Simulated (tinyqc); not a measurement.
What each input does: carrier statistics of a doped semiconductor with parabolic bands.

Eg(T) = Eg0 - al T^2/(T + be); m_de = Mv^(2/3) (ml mt^2)^(1/3); m_dh = (mhh^(3/2) + mlh^(3/2))^(2/3); Nc and Nv from N = 2 (m kB T/(4 pi c))^(3/2) with c = hbar^2/2m0, in 1/angstrom^3; times 1e24 for 1/cm^3.

Energies are counted from Ev, so Ec = Eg. n = Nc F_1/2((EF - Eg)/kT), p = Nv F_1/2(-EF/kT), ND+ = ND/(1 + 2 exp((EF - Eg + ED)/kT)), NA- = NA/(1 + 4 exp((EA - EF)/kT)); neutrality asks p + ND+ = n + NA-. F_j(eta) = (1/Gamma(j + 1)) integral_0^infinity x^j dx/(1 + exp(x - eta)), which tends to exp(eta) for eta << 0.

Constants: hbar^2/2m0 = 3.80998211 eV angstrom^2; kB = 8.617333262e-05 eV/K.

Values chosen for the exercise (near those of InAs; not measured data):
- Eg0 = 0.4163 eV (gap at 0 K)
- al = 0.000276 eV/K (Varshni alpha)
- be = 92 K (Varshni beta)
- ml = 0.026 m0 (longitudinal electron mass)
- mt = 0.026 m0 (transverse electron mass)
- Mv = 1 (equivalent valleys)
- mhh = 0.408 m0 (heavy-hole mass)
- mlh = 0.0259 m0 (light-hole mass)
- ND = 4.5e+14 1/cm^3 (donors)
- NA = 2.1e+17 1/cm^3 (acceptors)
- ED = 0.00202 eV (donor level below Ec)
- EA = 0.0149 eV (acceptor level above Ev)
- T = 200 K

Neutrality solved anew for each case. Each row changes one parameter from the base and keeps the others.

Results:

| case | EF (eV) | n (1/cm^3) | p (1/cm^3) |
|---|---|---|---|
| base | 0.0546 | 3.95e+08 | 1.50e+17 |
| T = 240 K | 0.0695 | 3.98e+10 | 1.63e+17 |
| ND = 2.25e+14 1/cm^3 | 0.0546 | 3.95e+08 | 1.50e+17 |
| NA = 2.73e+17 1/cm^3 | 0.0511 | 3.23e+08 | 1.83e+17 |
| Eg0 = 0.4663 eV | 0.0546 | 2.17e+07 | 1.50e+17 |
| mt = 0.0312 m0 | 0.0546 | 4.75e+08 | 1.50e+17 |
| mhh = 0.4896 m0 | 0.0584 | 4.91e+08 | 1.58e+17 |
| EA = 0.0224 eV | 0.0565 | 4.40e+08 | 1.35e+17 |

The largest shifts from the base row, up to three for each result and ties (the steps differ in size, so this ranks the rows, not the parameters). EF (eV): T +0.0149, mhh +0.0037, NA -0.0035; unchanged at the printed digits by ND, Eg0 and mt. n (1/cm^3): T +3.94e+10, Eg0 -3.74e+08, mhh +9.51e+07; unchanged at the printed digits by ND. p (1/cm^3): NA +3.32e+16, EA -1.50e+16, T +1.33e+16; unchanged at the printed digits by ND, Eg0 and mt.

tinyqc: `OMP_NUM_THREADS=1 python tinyqc.py 1651961 1651962 out.jsonl`; about 0.01 s, one thread, shared Intel(R) Xeon(R) Processor @ 2.30GHz.
